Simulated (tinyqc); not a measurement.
Stretching all distances: RHF, UHF, MP2, CISD and CCSD against full CI in the sto-3g basis, for H2, spin multiplicity 1. Computed by the program tinyqc with PySCF. All coordinates are multiplied by the scale. c0^2 is the weight of the RHF determinant in the lowest singlet FCI state (UHF is spin-contaminated and may lie near states of higher spin) and n(LUMO) the first natural occupation beyond the occupied space.

Geometry (angstrom):
```
atom       x       y       z
H     0.0000  0.0000  0.0000
H     0.0000  0.0000  0.6770
```

Full CI energy (hartree) and errors against it (kcal/mol):
```
scale   distance 1-2 (angstrom)     E(FCI)      RHF      UHF      MP2    CISD    CCSD  <S^2> UHF    c0^2  n(LUMO)
0.8700                   0.5890  -1.112051   9.2845   9.2845   3.0093  0.0000  0.0000     0.0000  0.9928   0.0145
1.1700                   0.7921  -1.134829  14.3788  14.3788   5.3412  0.0000  0.0000     0.0000  0.9848   0.0305
1.7600                   1.1915  -1.058626  31.8879  31.3502  14.2119  0.0000  0.0000     0.1219  0.9443   0.1114
2.0600                   1.3946  -1.016472  46.0030  29.6691  21.6749  0.0000  0.0000     0.5619  0.9022   0.1956
2.3500                   1.5910  -0.984691  62.9956  21.2683  30.4676  0.0000  0.0000     0.7769  0.8460   0.3079
2.6500                   1.7940  -0.962326  82.8412  12.9903  39.8590  0.0000  0.0000     0.8893  0.7787   0.4425
```

Estimate the missing row, scale = 1.46.

Computed row:
```
scale   distance 1-2 (angstrom)     E(FCI)      RHF      UHF     MP2    CISD    CCSD  <S^2> UHF    c0^2  n(LUMO)
1.4600                   0.9884  -1.103577  21.4872  21.4872  8.8357  0.0000  0.0000     0.0000  0.9704   0.0592
```

UHF parts from RHF first at scale 1.76 of those listed, where <S^2> leaves zero. The weight c0^2 goes from 0.99 to 0.78 and n(LUMO) from 0.01 to 0.44: static correlation grows as the bonds break into open-shell fragments. The spread of the error along the curve, which distorts its shape, is CISD 0.0, CCSD 0.0, UHF 22.1, MP2 36.8, RHF 73.6 kcal/mol. With two electrons CISD and CCSD are exact.
